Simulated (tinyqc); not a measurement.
Inside a calculation. Method: Hubbard ring of 3 sites. Computed by tinyqc, a small Python program that keeps every step. Settings: hopping = 1.46, U = 6.0, mixing = 1, iteration cap = 71. Command: `OMP_NUM_THREADS=1 python tinyqc.py 21469 21470 out.jsonl` (the two numbers bound the seeds that draw the settings). One thread of a shared host (Intel(R) Xeon(R) Processor @ 2.60GHz), about 0.2 s of CPU time with the checks. Later iterations appear only in the table of the cycle.

## Mean-field iteration 1

one-body matrix (hopping and site energies) (eV), lower triangle:
```
,1,2,3
1,0.630000
2,-1.460000,-0.850000
3,-1.460000,-1.460000,0.690000
```

U = 6.000000 eV

electrons, up and down: 2  1

mixing = 1

n(up) at the start (a guess, not normalised): 1 0.717000, 2 0.617000, 3 0.717000

n(down) at the start (a guess): 1 0.283000, 2 0.383000, 3 0.283000

H(up) = T + U n(down), H(down) = T + U n(up); fill the lowest levels; n(new) = n + mixing (n(out) - n); E = tr T (rho up + rho down) + U sum n_up n_down of the output.

levels, up (eV): -0.910092  3.255291  3.818802

levels, down (eV): 1.086755  5.266723  6.422521

energy = 0.213631 eV

n(up) after iteration 1: 1 0.526961, 2 0.999459, 3 0.473580

n(down) after iteration 1: 1 0.213516, 2 0.577717, 3 0.208767

## Mean-field iteration 2

As before.

levels, up (eV): -0.786179  3.386753  3.869426

levels, down (eV): 1.134761  5.121721  6.213518

energy = 1.429880 eV

n(up) after iteration 2: 1 0.874086, 2 0.269398, 3 0.856516

n(down) after iteration 2: 1 0.369603, 2 0.209222, 3 0.421175

## Mean-field iteration 3

As before.

levels, up (eV): -1.158984  3.118687  4.510297

levels, down (eV): -0.168480  5.326447  7.312033

energy = 1.444487 eV

n(up) after iteration 3: 1 0.597291, 2 0.997635, 3 0.405073

n(down) after iteration 3: 1 0.084548, 2 0.829871, 3 0.085581

## Convergence

Each step fills the lowest levels of T + U n(other spin) and sets n(new) = n + mixing (n(out) - n); stop when output and input agree to 1e-8.

Course of the cycle:
```
iteration,E (eV),largest |n(out) - n(in)|,mean |n_up - n_down|
1,0.21363122,3.82e-01,0.333333
2,1.42987970,7.30e-01,0.333333
3,1.44448715,7.28e-01,0.333333
4,2.11651511,8.63e-01,0.378856
5,1.83504688,8.46e-01,0.333333
6,2.84796982,8.62e-01,0.364957
7,2.04819597,8.49e-01,0.333333
8,3.38675157,8.50e-01,0.344797
9,2.14481516,8.52e-01,0.333333
10,3.48930748,8.53e-01,0.340403
11,2.15922287,8.55e-01,0.333333
...,...,...,...
61,2.16112054,8.56e-01,0.333333
62,3.50352760,8.56e-01,0.339762
63,2.16112054,8.56e-01,0.333333
64,3.50352760,8.56e-01,0.339762
65,2.16112054,8.56e-01,0.333333
66,3.50352760,8.56e-01,0.339762
67,2.16112054,8.56e-01,0.333333
68,3.50352760,8.56e-01,0.339762
69,2.16112054,8.56e-01,0.333333
70,3.50352760,8.56e-01,0.339762
71,2.16112054,8.56e-01,0.333333
```

Not converged within 71 iterations: the residual has stopped falling: the iteration swings between two states. The lowest mean-field energy found from random starts is -1.06132 eV. Reruns (cap 100 unless said): mixing 0.2: not converged; mixing 0.5: converged in 51 (E = -1.06132); mixing 0.9: not converged; the original settings with a cap of 400: not converged.

## The many-body Hamiltonian

Basis: all placements (u, d, 2, 0 on each site), up operators ordered before down ones; hops carry the sign of the same-spin electrons passed.

H (eV), lower triangle:
```
,2u0,u20,uud,20u,udu,u02,duu,02u,0u2
2u0,6.410000
u20,-1.460000,4.930000
uud,-1.460000,-1.460000,0.470000
20u,-1.460000,0.000000,0.000000,7.950000
udu,0.000000,-1.460000,0.000000,-1.460000,0.470000
u02,0.000000,0.000000,-1.460000,-1.460000,-1.460000,8.010000
duu,1.460000,0.000000,0.000000,-1.460000,0.000000,0.000000,0.470000
02u,0.000000,1.460000,0.000000,0.000000,-1.460000,0.000000,-1.460000,4.990000
0u2,0.000000,0.000000,1.460000,0.000000,0.000000,-1.460000,-1.460000,-1.460000,6.530000
```

## Exact diagonalisation (9 states)

Lowest levels of the sector, and the double occupancy of the lowest state.

lowest levels (eV): -1.502160  -1.300813  0.470000  3.976609  5.335129  6.468663

double occupancy per site = 0.088884

## The lowest level by Lanczos steps

From a random start vector (not printed): a_j = <q_j|H|q_j>, b_j = norm of the remainder after orthogonalising; the Ritz value is the lowest eigenvalue of the tridiagonal matrix of a and b so far.

Lanczos:
```
j,a_j (eV),b_j (eV),lowest Ritz value (eV)
1,1.093796,3.824243,1.09379601
2,4.969073,1.840179,-1.25567165
3,7.337266,2.324601,-1.36587133
4,2.975007,2.707507,-1.38454818
5,3.732841,3.724060,-1.39595996
6,7.147717,3.211310,-1.40746156
7,1.169962,1.073289,-1.47815405
8,5.946620,0.669952,-1.50192556
9,5.857718,0,-1.50215971
```
